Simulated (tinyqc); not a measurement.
Inside a calculation. Model: lateral field, substrate current, probability of reaching the oxide barrier and hot-carrier lifetime of a silicon transistor (pseudo-two-dimensional and lucky-electron models). Computed by tinyqc, a small Python program that keeps every step. Command: `OMP_NUM_THREADS=1 python tinyqc.py 3010901 3010902 out.jsonl hotcar walk`. One thread of a shared host (Intel(R) Xeon(R) Processor @ 2.30GHz), about 0.01 s of CPU time with the checks. Intermediate numbers are printed to about 6 digits and carried at full precision; extremes and crossings named in words are read from the listed rows.

Local-field models: a lucky carrier gains its energy at the peak field over a path free of collisions. Voltages are magnitudes.

Inputs (values chosen for the exercise, modelled on a silicon n-channel):
```
quantity                                value                      unit
channel length L                          230                        nm
oxide thickness t                         5.1                        nm
junction depth x_j                         70                        nm
mobility mu                               340                cm^2/(V s)
saturation velocity v_s                   0.9                  1e7 cm/s
threshold voltage V_T                     0.4                         V
gate voltage V_G                          1.6                         V
drain voltage V_D                         2.5                         V
ionisation prefactor A_i              2.1e+06                      1/cm
ionisation field B_i                     1.69                     MV/cm
hot-carrier mean free path lambda         7.7                        nm
oxide barrier phi_b                       3.1                        eV
interface-trap threshold phi_it           3.6                        eV
lifetime constant H                        40  s microampere/micrometre
length of the depleted extension L_n       20                        nm
```

Drain: lightly doped extension.

Constants: eps_0 = 8.8541878128e-12 F/m.

## Saturation point and current

C_ox = 3.9 eps_0/t; F_sat = 2 v_s/mu; V_Dsat = V_ov F_sat L/(V_ov + F_sat L), V_ov = V_G - V_T; I_D/W = C_ox v_s (V_ov - V_Dsat).

F_sat = 52.9412 kV/cm

V_Dsat = 0.604380 V

drain current I_D/W = 362.957 microampere/micrometre

## Peak lateral field

Scale length l = 0.22 t^(1/3) x_j^(1/2) (all in cm); F_m = sqrt(((V_D - V_Dsat)/l_e)^2 + F_sat^2), with l_e = l + L_n; length of the velocity-saturated region l_e ln((V_D - V_Dsat)/(l_e F_sat) + F_m/F_sat).

scale length l = 46.5045 nm

peak field F_m = 289.911 kV/cm

velocity-saturated length = 158.620 nm

energy gained over one free path, e lambda F_m = 0.223232 eV

The field rises from F_sat to F_m as cosh(x/l_e), a factor 5.5, over 69 % of L. Caution: the empirical formula for l was fitted to oxides of about 15 nm or more; for thinner ones it is an extrapolation. Caution: the saturated region fills most of the channel, so the split into two regions is rough. Caution: e V_D is below phi_b or phi_it, so the available energy, not the field, limits hot carriers, and the lucky-electron formulas overstate them.

## Hot-carrier currents and lifetime

Substrate current I_sub/I_D = (A_i/B_i)(V_D - V_Dsat) exp(-B_i/F_m); probability of reaching the oxide barrier exp(-phi_b/(e lambda F_m)); lifetime tau = (H/(I_D/W)) exp(phi_it/(e lambda F_m)).

I_sub/I_D = 0.00692501

substrate current I_sub/W = 2.51348 microampere/micrometre

probability of reaching phi_b = 9.31079e-07

lifetime tau = 1.11164e+06 s

exponent m = phi_it/(e lambda B_i) = 2.76646

Since both exponentials depend on 1/F_m, tau I_D scales about as (I_sub/I_D)^(-m) with m = 2.77, which lets I_sub serve as the monitor. The lifetime is 0.00352 times ten years (3.156e8 s).

## Substrate current against gate voltage

The formulas are those given above.

At the given drain voltage:
```
V_G (V)  V_Dsat (V)  I_D/W (microampere/micrometre)  F_m (kV/cm)  I_sub/W (microampere/micrometre)      tau (s)
0.52       0.109235                           6.560      363.367                           0.18616  2.36095e+06
0.64       0.200484                          24.080      349.798                           0.54877  1.05948e+06
0.82       0.312284                          65.639      333.190                           1.11859  7.56683e+05
1.10       0.444479                         155.709      313.581                           1.81552  7.67078e+05
1.30       0.517500                         233.086      302.765                           2.16211  8.72903e+05
1.70       0.628738                         409.051      286.311                           2.59863  1.20813e+06
2.00       0.691441                         553.655      277.051                           2.79076  1.54060e+06
2.40       0.756856                         757.543      267.402                           2.95328  2.06995e+06
2.80       0.807805                         970.246      259.897                           3.05940  2.67765e+06
```

I_sub rises over the whole table: the growing drain current outweighs the fall of F_m. The shortest lifetime among the rows lies at V_G = 0.82 V, below that of the largest I_sub, since tau depends more steeply on the field.

## Extrapolating accelerated tests

V_10 solves tau = 3.156e8 s at the given V_G. The extrapolation fits ln(tau) against 1/V_D at 1, 1.08, 1.16 and 1.25 times the given V_D (rounded to 3 digits) by least squares and reads off the same tau.

Stress points:
```
V_D (V)  1/V_D (1/V)      tau (s)
2.50        0.400000  1.11164e+06
2.70        0.370370  2.49363e+05
2.90        0.344828  7.18649e+04
3.12        0.320513  2.28172e+04
```

ten-year drain voltage V_10 = 1.98819 V

V_10 from the 1/V_D extrapolation = 1.93823 V

The extrapolation is 50 mV below the true value: ln(tau) is nearly linear in 1/(V_D - V_Dsat), not in 1/V_D, so the straight line errs on the safe side when one extrapolates down. At V_10 the available energy e V_D is below phi_it, so the model understates the lifetime there.

Checks made by the program: voltage drop as the integral of F_sat cosh(x/l_e) over the saturated length (relative difference below 1e-10).
